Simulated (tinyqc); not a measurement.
Inside a calculation. Model: long-channel MOSFET, surface-potential model.

Program tinyqc, `OMP_NUM_THREADS=1 python tinyqc.py 2360078 2360079 out.jsonl`; Intel Xeon 2.30GHz, shared host, one thread, about 0.04 s. Printed values are rounded.

n-channel transistor on a uniformly doped p-type body, gradual-channel approximation, constant mobility, Boltzmann statistics, full ionisation. Potentials are counted from the neutral body; V is the electron quasi-Fermi potential, Vsb at the source and Vsb + Vds at the drain. Charges are magnitudes per area.

Inputs (values chosen for the exercise); material values those of a made-up semiconductor: temperature T = 350 K; band gap Eg = 1.4 eV; relative permittivity of the semiconductor eps_r = 15.1; conduction-band density of states at T Nc = 5.25e17 cm^-3; valence-band density of states at T Nv = 1.07e19 cm^-3; acceptor density of the body Na = 1.9e16 cm^-3; relative permittivity of the gate insulator eox = 3.74; insulator thickness tox = 1.7 nm; flat-band voltage Vfb = -0.88 V; channel mobility mu = 470 cm^2/(V s); gate width W = 10 um; gate length L = 1 um; source-body reverse bias Vsb = 0 V; gate-source voltage Vgs = 1.74 V; drain-source voltage Vds = 0.2 V.

Constants: q = 1.602176634e-19 C, kB = 1.380649e-23 J/K, Vt = kB T/q, eps0 = 8.8541878128e-14 F/cm where lengths are in cm. Results are converted to the units shown.

Range of the model: The surface field at the source is about 1.8 MV/cm, where quantisation and degeneracy of the inversion layer, left out here, matter.

## Body potential, insulator capacitance and body factor

ni = sqrt(Nc Nv) exp(-Eg/(2 Vt)), Eg in volts; phiF = Vt ln(Na/ni); Cox = eps0 eox/tox; gamma = sqrt(2 q eps0 eps_r Na)/Cox. VT = Vfb + 2 phiF + gamma sqrt(2 phiF + Vsb), m = 1 + gamma/(2 sqrt(2 phiF + Vsb)).

ni = 1.97340e8 cm^-3
phiF = 0.554437 V
Cox = 1.94792 uF/cm^2
gamma = 0.0463168 V^0.5
VT = 0.277647 V
m = 1.02199

## Iteration 1: surface potential at the source by Newton steps

psi at the start (the smaller of 2 phiF + Vsb + 4 Vt and the root without inversion charge) = 1.22952 V

With V = Vsb: G = psi - Vt + Vt e, e = exp((psi - 2 phiF - Vsb)/Vt); f = Vgs + Vsb - Vfb - psi - gamma sqrt(G); f' = -1 - gamma (1 + e)/(2 sqrt(G)); psi(new) = psi - f/f'.

G = 2.84628 V
f = 1.31234 V
f' = -1.76328
psi after iteration 1 = 1.97378 V

## Iteration 2: surface potential at the source by Newton steps

As before.

G = 8.58143e10 V
f = -13567.4 V
f' = -2.24931e5
psi after iteration 2 = 1.91346 V

The value that enters this step is an overshoot, farther from the solution than the start was, so its intermediate quantities are not physical.

## Course of the iteration: surface potential at the source by Newton steps

Stop when psi changes by less than 1e-10 V, or after 40 iterations.

Course of the iteration:
```
iteration  psi (V)  |change| (V)
1          1.97378         0.744
2          1.91346        0.0603
3          1.85315        0.0603
4          1.79286        0.0603
5          1.73261        0.0602
6          1.67252        0.0601
7          1.61286        0.0597
8          1.55442        0.0584
9          1.49931        0.0551
10         1.45251        0.0468
11         1.42231        0.0302
12         1.41210        0.0102
13         1.41118       9.24e-4
14         1.41117       6.82e-6
15         1.41117      3.68e-10
16         1.41117             0
```

Converged in 16 iterations. At the end the number of correct digits about doubles with each step.

## Charges and current of the charge-sheet model

psi_0 = 1.41117 V
psi_L = 1.60084 V

psi_0 and psi_L solve Vgs + Vsb - Vfb - psi = gamma sqrt(G) at V = Vsb and Vsb + Vds. Qi = Cox gamma [sqrt(G) - sqrt(psi - Vt)], G = psi - Vt + Vt exp((psi - 2 phiF - V)/Vt), at both ends. With U = Vgs + Vsb - Vfb: drift = mu (W/L) Cox [U (psi_L - psi_0) - (psi_L^2 - psi_0^2)/2 - (2/3) gamma ((psi_L - Vt)^1.5 - (psi_0 - Vt)^1.5)]; diffusion = mu (W/L) Vt (Qi0 - QiL).

Qi0 = 2248.67 nC/cm^2
QiL = 1872.17 nC/cm^2
drift current = 1836.71 uA
diffusion current = 53.3715 uA
drain current = 1890.08 uA

Drift carries 97.2 % of the current.

## Inversion charge along the channel

V, point 0 to 8 (V): [0, 0.025, 0.05, 0.075, 0.1, 0.125, 0.15, 0.175, 0.2]

The surface potential psi at channel potential V solves Vgs + Vsb - Vfb - psi = gamma sqrt(G), G = psi - Vt + Vt exp((psi - 2 phiF - V)/Vt). Charge sheet: Qi = Cox gamma [sqrt(G) - sqrt(psi - Vt)]. Pao-Sah: Qi = (Cox gamma/2) integral from 3 Vt to psi of exp((u - 2 phiF - V)/Vt)/sqrt(G(u, V)) du.

psi, point 0 to 8 (V): [1.41117, 1.43497, 1.45874, 1.48249, 1.50622, 1.52992, 1.55359, 1.57723, 1.60084]
Qi, charge sheet, point 0 to 8 (nC/cm^2): [2248.67, 2201.41, 2154.20, 2107.04, 2059.95, 2012.91, 1965.93, 1919.02, 1872.17]
Qi, Pao-Sah, point 0 to 8 (nC/cm^2): [2254.70, 2207.31, 2159.97, 2112.70, 2065.48, 2018.33, 1971.24, 1924.21, 1877.25]

At the source the charge-sheet charge is 0.27 % below the Pao-Sah one.

## Pao-Sah current by Simpson's rule

I = mu (W/L) integral of Qi dV; Simpson's rule on the 9 points, step Vds/8, weights 1, 4, 2, ..., 4, 1 times step/3.

Pao-Sah current = 1941.71 uA

Gauss-Legendre quadrature on many points gives 1942 uA, so this value is within 0.01 % of it; the charge-sheet current, 1890 uA, is 2.7 % below it.
